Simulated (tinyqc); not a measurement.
Inside a calculation. Model: lossy on-chip transmission line with skin effect.

Numbers from tinyqc (`OMP_NUM_THREADS=1 python tinyqc.py 2810215 2810216 out.jsonl`; about 0.01 s on one thread of a shared Intel Xeon 2.30GHz). Printed values are rounded.

A uniform line in a homogeneous dielectric: c = sqrt(er)/(c0 Z0), l = Z0 sqrt(er)/c0 (c0 = 299792458 m/s), g = w c td, w = 2 pi f. The resistance joins its limits as r = sqrt(r_dc^2 + r_hf^2), with r_dc = rho/(wd th), r_hf = kr rho/(2 delta (wd + th)), delta = sqrt(rho/(pi f mu0)), mu0 = 4 pi 1e-7 H/m; this is an interpolation, and internal inductance, up to 0.05 nH/mm at low frequency, is neglected.

Values chosen for this exercise:
- wd = 0.87 um (width of the strip)
- th = 0.62 um (thickness of the strip)
- rho = 1.8 uohm cm (resistivity)
- er = 3.9 (relative permittivity)
- td = 0.002 (loss tangent)
- Z0 = 50 ohm (lossless impedance sqrt(l/c))
- kr = 1.5 (factor for crowding and the return path)
- len = 0.59 mm (length)
- Rg = 50 ohm (source resistance)
- RL = 1000 ohm (load resistance)
- CL = 300 fF (load capacitance)
- f = 4.6 GHz (frequency)

## Line constants

delta, r_dc, r_hf, r, l, c and g as defined.

delta = 0.9955830 um
r_dc = 33.37041 ohm/mm
r_hf = 9.100600 ohm/mm
r = 34.58909 ohm/mm
l = 0.3293682 nH/mm
c = 131.7473 pF/m
g = 0.007615691 S/m

r is 1.04 times r_dc; the skin depth is 1.61 of the thickness.

## Propagation constant and impedance

gamma = sqrt((r + i w l)(g + i w c)) = alpha + i beta, Zc = sqrt((r + i w l)/(g + i w c)), roots with positive real part; loss 8.685889638 alpha in dB; phase velocity w/beta.

gamma len = 0.1323374+0.1733201i
Zc = 77.26423-58.75036i ohm
loss = 1.948251 dB/mm
phase velocity over c0 = 0.3281861
r/(w l) = 3.633456

r exceeds w l, so the line behaves mainly as an RC line at this frequency.

## Reflection, input impedance and transfer

ZL = 1/(1/RL + i w CL); reflection (ZL - Zc)/(ZL + Zc); Zin = Zc (ZL + Zc tanh(gamma len))/(Zc + ZL tanh(gamma len)); H = V_load/V_source = [Zin/(Zin + Rg)]/[cosh(gamma len) + (Zc/ZL) sinh(gamma len)].

ZL = 13.1263-113.8158i ohm
reflection at the load = 0.0976290-0.4228096i
Zin = 25.06991-86.79760i ohm
H = 0.6401145-0.4778650i
|H| = -1.951101 dB
